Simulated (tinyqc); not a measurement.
From one set of inputs to another, one input at a time: implant damage, amorphisation by cascade overlap, and solid-phase epitaxial regrowth. Computed by tinyqc, a small Python program. Command: `OMP_NUM_THREADS=1 python tinyqc.py 3112207 3112208 out.jsonl sper ladder`. One thread of a shared host (Intel(R) Xeon(R) Processor @ 2.30GHz), about 0.02 s of CPU time with the checks.

Range and width of the damage are inputs. Dynamic annealing enters only through the surviving share f.

The inputs printed are set A. Set A is modelled on fluorine ions in silicon; the values taken over come from a set modelled on germanium ions in silicon. Inputs not listed in the table keep their values of set A, so the rows need not describe a real material.

Inputs (values chosen for the exercise, modelled on fluorine ions in silicon):
```
quantity,value,unit
atomic density N,49.9,1/nm^3
ion Z1,9,-
ion mass M1,19,u
target Z2,14,-
target mass M2,28.09,u
ion energy E,7,keV
displacement energy E_d,13,eV
depth of the damage peak R_d,8.4,nm
width of the damage profile s_d,5.3,nm
share of defects that survive f,0.33,-
critical displaced share x_c,0.15,-
dose Q,7.9e+14,1/cm^2
regrowth prefactor v0,5.6e+15,nm/s
regrowth energy E_a,2.72,eV
anneal temperature,579,C
rate relative to (100),1,-
peak enhancement by the dopant,3.7,-
ramp rate,12,K/s
```

Constants: a_0 = 0.529177210903 angstrom; e^2/(4 pi eps_0) = 14.39964548 eV angstrom; k_B = 8.617333262e-05 eV/K.

Method:
- Robinson partition: eps = E a M2/(Z1 Z2 (e^2/(4 pi eps_0)) (M1 + M2)), a = 0.8853 a_0/sqrt(Z1^(2/3) + Z2^(2/3)); k = 0.0793 Z1^(2/3) Z2^(1/2) (M1 + M2)^(3/2)/((Z1^(2/3) + Z2^(2/3))^(3/4) M1^(3/2) M2^(1/2)); damage energy T_d = E/(1 + k (eps + 0.40244 eps^(3/4) + 3.4008 eps^(1/6))); displacements nu = 0.8 T_d/(2 E_d).
- Displaced share x(z) = f nu Q exp(-(z - R_d)^2/(2 s_d^2))/(sqrt(2 pi) s_d N); the layer is amorphous where x > x_c, between R_d -/+ s_d sqrt(2 ln(x_max/x_c)), the upper edge being cut at the surface. Threshold dose Q_c = Q x_c/x_max.
- v = v0 x orientation factor x exp(-E_a/(k_B T)) x [1 + (enhancement - 1) exp(-(z - R_d)^2/(2 s_d^2))], T = anneal temperature + 273.15 K; the dopant is taken to follow the damage profile; the lower front moves from the lower edge z2 to the surface, or to the middle (z1 + z2)/2 of a buried layer with upper edge z1; time = int dz/v; the equivalent undoped distance is that time times the undoped velocity.
- On a linear ramp from 200 C regrowth ends at the T_f where int v_undoped dT/(ramp rate) equals the equivalent undoped distance.

Each row keeps all changes above it:
```
input moved,from,to,threshold dose Q_c (1/cm^2),time with enhancement (s),temperature at which regrowth ends (C)
set A,-,-,2.1804e+14,13.460,625.02
ion energy E (keV),7,30,6.3072e+13,18.677,633.02
peak enhancement by the dopant,3.7,10,6.3072e+13,8.723,614.63
dose Q (1/cm^2),7.9e+14,1.7e+14,6.3072e+13,2.240,583.55
depth of the damage peak R_d (nm),8.4,16,6.3072e+13,2.240,583.55
ramp rate (K/s),12,66,6.3072e+13,2.240,622.88
anneal temperature (C),579,535,6.3072e+13,16.832,622.88
displacement energy E_d (eV),13,17,8.2478e+13,13.135,616.94
```

Where does the difference come from?

Threshold dose Q_c goes from 2.18e14 to 8.25e13, a factor 0.378 in all. The largest single move comes from ion energy E (a factor 0.289), and displacement energy E_d works against it (a factor 1.31). Time with enhancement goes from 13.5 to 13.1, a factor 0.9758 in all. The largest single move comes from anneal temperature (a factor 7.51), but it runs against the net change; the largest move in the direction of the net change is dose Q (a factor 0.257). Temperature at which regrowth ends goes from 625 to 617, a factor 0.9871 in all. The largest single move comes from ramp rate (a factor 1.07), but it runs against the net change; the largest move in the direction of the net change is dose Q (a factor 0.949). The single moves hold for this order of the switches; the total does not depend on the order.

Extremes, crossings and ranges named in words are read from the listed rows.
